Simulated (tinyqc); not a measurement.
RHF in the sto-6g basis, for BeH2, spin multiplicity 1, step by step. One step of it, computed by the program tinyqc.

Task: Iteration 1: building the Fock matrix. J_ij = sum D_kl (ij|kl), K_ij = sum D_kl (ik|jl); F = H + J - 0.5 K; E = tr D H + tr D J / 2 - 0.25 tr D K + E_nn.

D at the start:
```
            1Be 1s     1Be 2s   1Be 2px    1Be 2py   1Be 2pz      2H 1s      3H 1s
1Be 1s    2.047353  -0.211570  0.000000   0.000000  0.000000  -0.187686  -0.187686
1Be 2s   -0.211570   0.973698  0.000000   0.000000  0.000000   0.504502   0.504502
1Be 2px   0.000000   0.000000  0.000000   0.000000  0.000000   0.000000   0.000000
1Be 2py   0.000000   0.000000  0.000000   1.009424  0.000000   0.429042  -0.429042
1Be 2pz   0.000000   0.000000  0.000000   0.000000  0.000000   0.000000   0.000000
2H 1s    -0.187686   0.504502  0.000000   0.429042  0.000000   0.446801   0.082085
3H 1s    -0.187686   0.504502  0.000000  -0.429042  0.000000   0.082085   0.446801
```

core Hamiltonian H = T + V (hartree):
```
            1Be 1s     1Be 2s    1Be 2px    1Be 2py    1Be 2pz      2H 1s      3H 1s
1Be 1s   -8.524690  -2.005535   0.000000   0.000000   0.000000  -0.190999  -0.190999
1Be 2s   -2.005535  -2.649696   0.000000   0.000000   0.000000  -0.685233  -0.685233
1Be 2px   0.000000   0.000000  -2.163419   0.000000   0.000000   0.000000   0.000000
1Be 2py   0.000000   0.000000   0.000000  -2.298506   0.000000  -0.813847   0.813847
1Be 2pz   0.000000   0.000000   0.000000   0.000000  -2.163419   0.000000   0.000000
2H 1s    -0.190999  -0.685233   0.000000  -0.813847   0.000000  -1.771850  -0.019938
3H 1s    -0.190999  -0.685233   0.000000   0.813847   0.000000  -0.019938  -1.771850
```

Two-electron integrals (ij|kl) in chemists' order, unique and non-zero (hartree):
```
(11|11) 2.299996    (21|11) 0.361879    (21|21) 0.071926    (22|11) 0.570332
(22|21) 0.139654    (22|22) 0.417773    (31|31) 0.015252    (32|31) 0.022555
(32|32) 0.092340    (33|11) 0.570332    (33|21) 0.139654    (33|22) 0.417773
(33|33) 0.450117    (41|41) 0.015252    (42|41) 0.022555    (42|42) 0.092340
(43|43) 0.024258    (44|11) 0.570332    (44|21) 0.139654    (44|22) 0.417773
(44|33) 0.401601    (44|44) 0.450117    (51|51) 0.015252    (52|51) 0.022555
(52|52) 0.092340    (53|53) 0.024258    (54|54) 0.024258    (55|11) 0.570332
(55|21) 0.139654    (55|22) 0.417773    (55|33) 0.401601    (55|44) 0.401601
(55|55) 0.450117    (61|11) 0.034614    (61|21) 0.006706    (61|22) 0.013060
(61|33) 0.012952    (61|41) 0.000671    (61|42) 0.001330    (61|44) 0.013276
(61|55) 0.012952    (61|61) 0.000662    (62|11) 0.115113    (62|21) 0.028824
(62|22) 0.098033    (62|33) 0.094023    (62|41) 0.003901    (62|42) 0.025779
(62|44) 0.106053    (62|55) 0.094023    (62|61) 0.003007    (62|62) 0.039321
(63|31) 0.002318    (63|32) 0.011557    (63|43) 0.004075    (63|63) 0.002918
(64|11) 0.135423    (64|21) 0.034241    (64|22) 0.121045    (64|33) 0.114093
(64|41) 0.006197    (64|42) 0.039923    (64|44) 0.134949    (64|55) 0.114093
(64|61) 0.003701    (64|62) 0.054570    (64|64) 0.077175    (65|51) 0.002318
(65|52) 0.011557    (65|54) 0.004075    (65|65) 0.002918    (66|11) 0.288976
(66|21) 0.073555    (66|22) 0.279827    (66|33) 0.261462    (66|41) 0.010005
(66|42) 0.088945    (66|44) 0.316559    (66|55) 0.261462    (66|61) 0.007793
(66|62) 0.152558    (66|64) 0.222353    (66|66) 0.774999    (71|11) 0.034614
(71|21) 0.006706    (71|22) 0.013060    (71|33) 0.012952    (71|41) -0.000671
(71|42) -0.001330   (71|44) 0.013276    (71|55) 0.012952    (71|61) 0.000597
(71|62) 0.002479    (71|64) 0.002867    (71|66) 0.006332    (71|71) 0.000662
(72|11) 0.115113    (72|21) 0.028824    (72|22) 0.098033    (72|33) 0.094023
(72|41) -0.003901   (72|42) -0.025779   (72|44) 0.106053    (72|55) 0.094023
(72|61) 0.002479    (72|62) 0.017749    (72|64) 0.020625    (72|66) 0.049876
(72|71) 0.003007    (72|72) 0.039321    (73|31) 0.002318    (73|32) 0.011557
(73|43) -0.004075   (73|63) 0.000931    (73|73) 0.002918    (74|11) -0.135423
(74|21) -0.034241   (74|22) -0.121045   (74|33) -0.114093   (74|41) 0.006197
(74|42) 0.039923    (74|44) -0.134949   (74|55) -0.114093   (74|61) -0.002867
(74|62) -0.020625   (74|64) -0.023616   (74|66) -0.058230   (74|71) -0.003701
(74|72) -0.054570   (74|74) 0.077175    (75|51) 0.002318    (75|52) 0.011557
(75|54) -0.004075   (75|65) 0.000931    (75|75) 0.002918    (76|11) 0.003281
(76|21) 0.000802    (76|22) 0.002498    (76|33) 0.002447    (76|44) 0.002600
(76|55) 0.002447    (76|61) 0.000076    (76|62) 0.000644    (76|64) 0.000821
(76|66) 0.002021    (76|71) 0.000076    (76|72) 0.000644    (76|74) -0.000821
(76|76) 0.000016    (77|11) 0.288976    (77|21) 0.073555    (77|22) 0.279827
(77|33) 0.261462    (77|41) -0.010005   (77|42) -0.088945   (77|44) 0.316559
(77|55) 0.261462    (77|61) 0.006332    (77|62) 0.049876    (77|64) 0.058230
(77|66) 0.144662    (77|71) 0.007793    (77|72) 0.152558    (77|74) -0.222353
(77|76) 0.002021    (77|77) 0.774999
```

nuclear repulsion = 2.45927080 hartree

Give: Coulomb J; exchange K; Fock matrix F; total energy of this density.

Result:

Coulomb J (hartree):
```
         1Be 1s  1Be 2s  1Be 2px  1Be 2py  1Be 2pz   2H 1s    3H 1s
1Be 1s   6.3843  1.1652   0.0000   0.0000   0.0000  0.1112   0.1112
1Be 2s   1.1652  2.5833   0.0000   0.0000   0.0000  0.6366   0.6366
1Be 2px  0.0000  0.0000   2.5306   0.0000   0.0000  0.0000   0.0000
1Be 2py  0.0000  0.0000   0.0000   2.6887   0.0000  0.8022  -0.8022
1Be 2pz  0.0000  0.0000   0.0000   0.0000   2.5306  0.0000   0.0000
2H 1s    0.1112  0.6366   0.0000   0.8022   0.0000  2.0035   0.0159
3H 1s    0.1112  0.6366   0.0000  -0.8022   0.0000  0.0159   2.0035
```

exchange K (hartree):
```
         1Be 1s  1Be 2s  1Be 2px  1Be 2py  1Be 2pz   2H 1s    3H 1s
1Be 1s   4.6306  0.7679   0.0000   0.0000   0.0000  0.0733   0.0733
1Be 2s   0.7679  0.8466   0.0000   0.0000   0.0000  0.4222   0.4222
1Be 2px  0.0000  0.0000   0.1674   0.0000   0.0000  0.0000   0.0000
1Be 2py  0.0000  0.0000   0.0000   0.9385   0.0000  0.4938  -0.4938
1Be 2pz  0.0000  0.0000   0.0000   0.0000   0.1674  0.0000   0.0000
2H 1s    0.0733  0.4222   0.0000   0.4938   0.0000  0.8046   0.0066
3H 1s    0.0733  0.4222   0.0000  -0.4938   0.0000  0.0066   0.8046
```

Fock matrix F (hartree):
```
          1Be 1s   1Be 2s  1Be 2px  1Be 2py  1Be 2pz    2H 1s    3H 1s
1Be 1s   -4.4557  -1.2243   0.0000   0.0000   0.0000  -0.1165  -0.1165
1Be 2s   -1.2243  -0.4897   0.0000   0.0000   0.0000  -0.2597  -0.2597
1Be 2px   0.0000   0.0000   0.2835   0.0000   0.0000   0.0000   0.0000
1Be 2py   0.0000   0.0000   0.0000  -0.0791   0.0000  -0.2585   0.2585
1Be 2pz   0.0000   0.0000   0.0000   0.0000   0.2835   0.0000   0.0000
2H 1s    -0.1165  -0.2597   0.0000  -0.2585   0.0000  -0.1707  -0.0073
3H 1s    -0.1165  -0.2597   0.0000   0.2585   0.0000  -0.0073  -0.1707
```

total energy of this density = -15.501903 hartree
